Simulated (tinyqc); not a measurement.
Worked calculation: shallow donor in an anisotropic valley (effective-mass theory). Values are carried at full precision from step to step, so a last printed digit may differ when a step is redone from the rounded ones.

Constants: Ry = 13.60569312 eV; a0 (Bohr radius) = 0.5291772105 angstrom; hbar^2/2m0 = 3.80998211 eV angstrom^2; e^2/(4 pi eps0) = 14.39964547 eV angstrom.

Parameters, chosen for this exercise (near those of 3C SiC; the results hold for these values, not for the real material): ml = 0.666 m0 (longitudinal mass); mt = 0.257 m0 (transverse mass); eps = 9.8 (dielectric constant); a = 20.5 angstrom (trial radius across the axis); b = 13.6 angstrom (trial radius along the axis).

## Hydrogen-like estimates

Ry* = Ry m/eps^2 and a* = a0 eps/m for four choices of one mass: mt, the conductivity mass 3/(1/ml + 2/mt), the density-of-states mass (ml mt^2)^(1/3), and ml.

Estimates:
```
mass               m (m0)  Ry* (meV)  a* (angstrom)
mt                 0.2570      36.41          20.18
conductivity       0.3232      45.78          16.05
density of states  0.3530      50.01          14.69
ml                 0.6660      94.35           7.79
```

## Energy of one trial function

One valley: H = -c [(d2/dx2 + d2/dy2)/mt + (d2/dz2)/ml] - q/(eps r), c = hbar^2/2m0, q = e^2/(4 pi eps0). Trial function exp(-sqrt((x^2 + y^2)/a^2 + z^2/b^2)) with a > b: T = (c/3)(2/(mt a^2) + 1/(ml b^2)), V = -(q/eps) atan(u/b)/u, u = sqrt(a^2 - b^2). The central cell of the impurity is left out.

Evaluate T, V and E. Scaling both radii by f changes T to T/f^2 and V to V/f, so the best factor is f = -2T/V, with energy -V^2/(4T).

T = 33.827 meV
V = -80.984 meV
E = -47.157 meV
best scale factor = 0.8354
energy after scaling = -48.470 meV

The virial ratio -V/T is 2.394; it is 2 at the best scale. Scaling gains 1.313 meV.

## Scan over the shape

For each ratio b/a = 0.2, 0.3, ..., 0.9 the best scale follows from a = -2 T1/V1, with T1 and V1 taken at a = 1 angstrom.

Scan:
```
b/a  a (angstrom)  b (angstrom)  E (meV)
0.2         56.05         11.21  -18.320
0.3         31.86          9.56  -30.601
0.4         23.46          9.38  -39.610
0.5         19.71          9.86  -45.069
0.6         17.83         10.70  -47.772
0.7         16.83         11.78  -48.608
0.8         16.32         13.06  -48.267
0.9         16.10         14.49  -47.223
```

The best listed ratio is 0.7; (mt/ml)^(1/2) = 0.62 and (mt/ml)^(1/3) = 0.73 are common guesses.

## The minimum

Minimise over a and b. The Mott estimate n_c = (0.25/a_m)^3 uses a_m = (a^2 b)^(1/3); 1/angstrom^3 = 1e24/cm^3.

a = 16.74 angstrom
b = 11.95 angstrom
E = -48.618 meV
a_m = 14.96 angstrom
n_c = 4.67 x 1e18/cm^3

b/a = 0.714. The binding energy is 1.335 times Ry*(mt). The central cell of a real donor shrinks the orbit and raises n_c.

## Checks

- Energy from 21 anisotropic Gaussians against the two-parameter function, meV: -48.64 against -48.62.

tinyqc: `OMP_NUM_THREADS=1 python tinyqc.py 1250746 1250747 out.jsonl`; about 0.01 s, one thread, shared Intel(R) Xeon(R) Processor @ 2.30GHz.
